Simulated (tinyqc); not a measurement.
# AlGaN/GaN HEMT with access regions, lumped model: effects of single changes

A polarisation-induced electron sheet under a Schottky gate, in series with two ungated access regions and contacts. Drift law v = mu E/(1 + mu E/vs) under the gate. Currents in mA/mm, resistances in ohm mm. No self-heating, no channel-length modulation; fits for polarisation, barrier and offset are chosen for the exercise.

Inputs (values chosen for the exercise); values close to those of AlGaN/GaN structures: aluminium share of the barrier x = 0.19; barrier thickness d = 20 nm; relative permittivity of barrier and channel eps_r = 9; channel mobility mu = 1100 cm^2/(V s); saturation velocity vs = 1.2e7 cm/s; gate length Lg = 1.5 um; source access length Ls = 2 um; drain access length Ld = 16 um; resistance of each contact Rc = 0.22 ohm mm; share of the drain-access electrons removed by traps ft = 0.47; gate voltage Vg = 0 V; critical field Ec = 2.6 MV/cm; depth over which the depleted charge spreads te = 0.24 um; insulator under the field plate tf = 500 nm; relative permittivity of that insulator ei = 7.5.

Constants: q = 1.602176634e-19 C, eps0 = 8.8541878128e-14 F/cm where lengths are in cm. Results are converted to the units shown.

Each table varies one quantity; the others keep the values above.

## Field plate: effect of the aluminium share of the barrier

sigma = (5e13 x + 1.6e13 x^2) cm^-2, phiB = 0.84 + 1.3 x, dEc = 0.7 (1.71 x + x^2) in volts, Cb = eps0 eps_r/d, VT = phiB - dEc - q sigma/Cb, access density n0 = -Cb VT/q. Off state: a depleted stretch that holds the voltage V has the peak field sqrt(k V), k = 2 q n0/(eps0 eps_r te), so one edge holds V1 = Ec^2/k. The sheet under the plate pinches off at Vf = q n0 (1/Cb + tf/(eps0 ei)); beyond it the gate edge is screened. BV = V1 if Vf >= V1, else Vf + V1, and at most Ec Ld.

The same in every row: Ec Ld (V) = 4160.

Result of one run:

| x | Vf (V) | V1 (V) | BV (V) |
|---|---|---|---|
| 0.38 | 241.5 | 20.82 | 20.82 |

What becomes of these results when the aluminium share of the barrier x is changed from 0.38 to 0.34, all else the same?

Result of the changed run:

| x | Vf (V) | V1 (V) | BV (V) |
|---|---|---|---|
| 0.34 | 210.4 | 23.91 | 23.91 |

The whole series:

| x | Vf (V) | V1 (V) | BV (V) |
|---|---|---|---|
| 0.14 | 65.11 | 77.25 | 142.4 |
| 0.18 | 92.74 | 54.23 | 54.23 |
| 0.22 | 121.1 | 41.54 | 41.54 |
| 0.26 | 150.1 | 33.50 | 33.50 |
| 0.3 | 179.9 | 27.96 | 27.96 |
| 0.34 | 210.4 | 23.91 | 23.91 |
| 0.38 | 241.5 | 20.82 | 20.82 |

BV falls from 142 to 20.8 V. The plate helps (Vf < V1) in 1 of the 7 rows, and the access length caps BV in 0. More sheet charge lowers Ron but steepens the field, so V1 falls.

## Effect of the share of the drain-access electrons removed by traps

Access resistance R(L, n) = L/(q mu n sqrt(1 - (I/(q n vs))^2)); Rs = Rc + R(Ls, n0), Rd = Rc + R(Ld, (1 - ft) n0). Vg' = Vg - I Rs, Vd' = Vd - I (Rs + Rd); with u = Vg' - VT, Vc = vs Lg/mu and w the smaller of Vd' and Vc [sqrt(1 + 2 u/Vc) - 1] (0 if negative), the channel gives (mu Cb/Lg)(u w - w^2/2)/(1 + w/Vc). I equals that channel current. Isat is I at Vd = 10 V, gm = dIsat/dVg, Ron the limit of Vd/I at small Vd.

The same in every row: VT (V) = -3.218; n0 (cm^-2) = 8.003e12.

Effect of the share of the drain-access electrons removed by traps:

| ft | Ron (ohm mm) | Isat (mA/mm) | gm (mS/mm) |
|---|---|---|---|
| 0 | 14.27 | 408.6 | 168.3 |
| 0.1 | 15.53 | 408.6 | 168.3 |
| 0.2 | 17.10 | 408.6 | 168.3 |
| 0.3 | 19.13 | 408.6 | 168.3 |
| 0.4 | 21.83 | 389.7 | 45.71 |
| 0.5 | 25.61 | 340.4 | 16.15 |
| 0.6 | 31.28 | 281.2 | 6.684 |
| 0.7 | 40.74 | 216.4 | 2.693 |

As ft goes from 0 to 0.7, Ron rises from 14.3 to 40.7 ohm mm, Isat falls from 409 to 216 mA/mm and gm falls from 168 to 2.69 mS/mm. The ceiling Cb vs is 478 mS/mm. For ft = 0.4 to 0.7 the gated channel is not yet saturated at 10 V, because the access regions take the voltage, and gm drops.

## Effect of the gate length

Same model as above.

The same in every row: VT (V) = -3.218; n0 (cm^-2) = 8.003e12.

Effect of the gate length:

| Lg (um) | Ron (ohm mm) | Isat (mA/mm) | gm (mS/mm) |
|---|---|---|---|
| 0.05 | 23.30 | 381.8 | 0.4252 |
| 0.09 | 23.33 | 381.2 | 0.7739 |
| 0.16 | 23.38 | 380.1 | 1.403 |
| 0.29 | 23.47 | 378.1 | 2.641 |
| 0.52 | 23.63 | 374.4 | 5.081 |
| 0.93 | 23.92 | 367.5 | 10.45 |
| 1.7 | 24.47 | 352.2 | 26.86 |
| 3 | 25.39 | 309.0 | 139.9 |

As Lg goes from 0.05 to 3 um, Ron rises from 23.3 to 25.4 ohm mm, Isat falls from 382 to 309 mA/mm and gm rises from 0.425 to 140 mS/mm. The ceiling Cb vs is 478 mS/mm. For Lg = 0.05 to 1.7 um the gated channel is not yet saturated at 10 V, because the access regions take the voltage, and gm drops.

Program tinyqc, `OMP_NUM_THREADS=1 python tinyqc.py 2570034 2570035 out.jsonl`; Intel Xeon 2.30GHz, shared host, one thread, about 0.01 s.
